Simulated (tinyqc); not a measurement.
Ferroelectric switching, Landau-Khalatnikov equation: one step of the calculation.

One domain: rho dP/dt = E - (2 al P + 4 be P^3), with al = -3 sqrt(3) Ec/(4 Pr), be = 3 sqrt(3) Ec/(8 Pr^3), so that the static loop has remanence Pr and coercive field Ec. With P in uC/cm^2, E in kV/cm, rho in ohm m and t in ns, dP/dt = [E - 2 al P - 4 be P^3]/(100 rho).

Question. One time step. The constant field E = Em acts from t = 0. Implicit Euler: P(new) solves P(new) = P + dt dP/dt(P(new)), a cubic with one real root; the rate listed is (P(new) - P)/dt.

Parameters, values chosen for the exercise; remanent polarisation and coercive field close to those of strontium bismuth tantalate films:
- Pr = 7.4 uC/cm^2 (remanent polarisation)
- rho = 0.54 ohm m (viscosity of the polarisation)
- Em = 110 kV/cm (field amplitude)
- dt = 0.6 ns (time step)

P after step 1 = -6.4926247 uC/cm^2
al = -9.4794673 kV cm/uC
be = 0.086554668 kV cm^5/uC^3

Find: dP/dt; P after step 2.

Answer.

dP/dt = 1.2372 uC/(cm^2 ns)
P after step 2 = -5.7503 uC/cm^2

Numbers from tinyqc (`OMP_NUM_THREADS=1 python tinyqc.py 2860055 2860056 out.jsonl`; about 0.07 s on one thread of a shared Intel Xeon 2.30GHz).
